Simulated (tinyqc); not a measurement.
# Doping from resistivity

Problem. A uniform, uncompensated and fully ionised sample has rho = 1/(q N mu), mu = m1 + (m2 (T/300 K)^(-bt) - m1)/(1 + (N/Nr)^am). Find N, mu and the diffusion coefficient mu Vt.

Inputs (values chosen for the exercise):
```
symbol,value,unit,meaning
T,300,K,temperature
m1,56.6,cm^2/(V s),mobility limit at high doping
m2,991,cm^2/(V s),"mobility limit at low doping, at 300 K"
Nr,2.05e17,cm^-3,reference doping of the mobility law
am,0.692,,exponent of the mobility law
bt,2.5,,temperature exponent of m2
```

Constants: q = 1.602176634e-19 C, kB = 1.380649e-23 J/K, Vt = kB T/q. Results are converted to the units shown.

resistivity = 0.015814697 ohm cm

Answer. With am below 1 the product N mu rises steadily with N, so one doping matches; it is found by iterating N = 1/(q rho mu(N)).

N = 1.70e18 cm^-3
mu = 232 cm^2/(V s)
diffusion coefficient = 6.00 cm^2/s

Program tinyqc, `OMP_NUM_THREADS=1 python tinyqc.py 2110051 2110052 out.jsonl`; Intel Xeon 2.30GHz, shared host, one thread, about 0.01 s.
